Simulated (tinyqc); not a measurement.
# Worked calculation: octagonal on-chip spiral inductor, lumped pi model

tinyqc, about 0.01 s, one thread, Intel Xeon 2.30GHz (shared host): `OMP_NUM_THREADS=1 python tinyqc.py 2302212 2302213 out.jsonl` Printed values are rounded.

Outer diameter do = di + 2 n wd + 2 (n - 1) sp, mean da = (do + di)/2, fill p = (do - di)/(do + di), length l = 3.314 n da. L = 2.25 mu0 n^2 da/(1 + 3.55 p), mu0 = 4 pi 1e-7 H/m. Rs = rho l/(wd delta (1 - exp(-th/delta))), delta = sqrt(rho/(pi f mu0)). Cs = n wd^2 eps0 eo/hu across the coil. At each end Cox = l wd eps0 eo/(2 ho) leads to the substrate branch Rsi = 2 rs he/(l wd) in parallel with Csi = l wd eps0 11.7/(2 he). With one end grounded Y = 1/(Rs + i w L) + i w Cs + 1/[1/(i w Cox) + 1/(1/Rsi + i w Csi)], w = 2 pi f; Q = -Im Y/Re Y. Eddy currents in neighbouring turns and in the substrate are left out.

Parameters, values chosen for the exercise; values of the order met in silicon radio-frequency processes:
- n = 5.5 (number of turns)
- wd = 6 um (line width)
- sp = 2 um (space between turns)
- di = 80 um (inner diameter)
- th = 4 um (metal thickness)
- rho = 1.9 uohm cm (metal resistivity)
- ho = 8 um (oxide below the coil)
- hu = 0.8 um (oxide between coil and underpass)
- eo = 3 (relative permittivity of the oxide)
- rs = 1 ohm cm (substrate resistivity)
- he = 80 um (effective spreading depth in the substrate)
- f = 3.1 GHz (frequency)

Constants: eps0 = 8.8541878128e-12 F/m. Results are converted to the units shown.

## Geometry and model elements

do, l, L, delta, Rs, Cs, Cox, Rsi and Csi as defined.

do = 164 um
l = 2223.694 um
L = 4.695782 nH
delta = 1.245994 um
Rs = 5.889063 ohm
Cs = 6.574234 fF
Cox = 22.15013 fF
Rsi = 119.9206 ohm
Csi = 8.638551 fF

Rs is 3.35 times the direct-current value in this empirical form, which overstates the skin effect of a flat slab when delta is near th and so stands in for some current crowding.

## Admittance, quality factor and apparent inductance

Series branch 1/(Rs + i w L), substrate branch, total Y, Q = -Im Y/Re Y, apparent inductance Im(1/Y)/w, metal-only value w L/Rs, share of the loss in the substrate Re(substrate branch)/Re Y.

series branch = 0.70105-10.88814i mS
substrate branch = 0.0222070+0.4298404i mS
Y = 0.72326-10.33025i mS
Q = 14.28291
apparent inductance = 4.945656 nH
w L/Rs = 15.53114
share of the loss in the substrate = 3.070400 %

Q is 92.0 % of the metal-only value.
